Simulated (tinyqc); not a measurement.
AlGaN/GaN HEMT with access regions, lumped model: two steps of the calculation.

A polarisation-induced electron sheet under a Schottky gate, in series with two ungated access regions and contacts. Drift law v = mu E/(1 + mu E/vs) under the gate. Currents in mA/mm, resistances in ohm mm. No self-heating, no channel-length modulation; fits for polarisation, barrier and offset are chosen for the exercise.

Parameters, values chosen for the exercise; values close to those of AlGaN/GaN structures:
- x = 0.16 (aluminium share of the barrier)
- d = 20 nm (barrier thickness)
- eps_r = 9 (relative permittivity of barrier and channel)
- mu = 1300 cm^2/(V s) (channel mobility)
- vs = 1.4e7 cm/s (saturation velocity)
- Lg = 1 um (gate length)
- Ls = 0.5 um (source access length)
- Ld = 16 um (drain access length)
- Rc = 0.35 ohm mm (resistance of each contact)
- ft = 0 (share of the drain-access electrons removed by traps)
- Vg = 1 V (gate voltage)
- Ec = 2.9 MV/cm (critical field)
- te = 0.28 um (depth over which the depleted charge spreads)
- tf = 100 nm (insulator under the field plate)
- ei = 7.5 (relative permittivity of that insulator)

Constants: q = 1.602176634e-19 C, eps0 = 8.8541878128e-14 F/cm where lengths are in cm. Results are converted to the units shown.

Task 1. Polarisation charge, threshold and sheet resistance. sigma = (5e13 x + 1.6e13 x^2) cm^-2, phiB = 0.84 + 1.3 x, dEc = 0.7 (1.71 x + x^2) in volts, Cb = eps0 eps_r/d, VT = phiB - dEc - q sigma/Cb, access density n0 = -Cb VT/q. Rsh = 1/(q mu n0); largest access current q n0 vs.

Wanted: sigma; Cb; VT; n0; Rsh; q n0 vs.

Result 1.

sigma = 8.4096e12 cm^-2
Cb = 0.39844 uF/cm^2
VT = -2.5431 V
n0 = 6.3242e12 cm^-2
Rsh = 759.17 ohm
q n0 vs = 1418.6 mA/mm

Task 2. On-resistance and breakdown. Ron = 2 Rc + Ls/(q mu n0) + Ld/(q mu (1 - ft) n0) + Lg/(mu Cb (Vg - VT)). Off state: a depleted stretch that holds the voltage V has the peak field sqrt(k V), k = 2 q n0/(eps0 eps_r te), so one edge holds V1 = Ec^2/k. The sheet under the plate pinches off at Vf = q n0 (1/Cb + tf/(eps0 ei)); beyond it the gate edge is screened. BV = V1 if Vf >= V1, else Vf + V1, and at most Ec Ld. Specific resistance Ron (Ls + Lg + Ld); figure of merit BV^2 over it.

Find: Ron; Vf; V1; BV; specific resistance; figure of merit.

Result 2.

Ron = 13.77 ohm mm
Vf = 17.80 V
V1 = 92.60 V
BV = 110.4 V
specific resistance = 2.410 mohm cm^2
figure of merit = 5.057 MW/cm^2

The plate raises BV by a factor of 1.19.

tinyqc, about 0.04 s, one thread, Intel Xeon 2.30GHz (shared host): `OMP_NUM_THREADS=1 python tinyqc.py 2570145 2570146 out.jsonl`
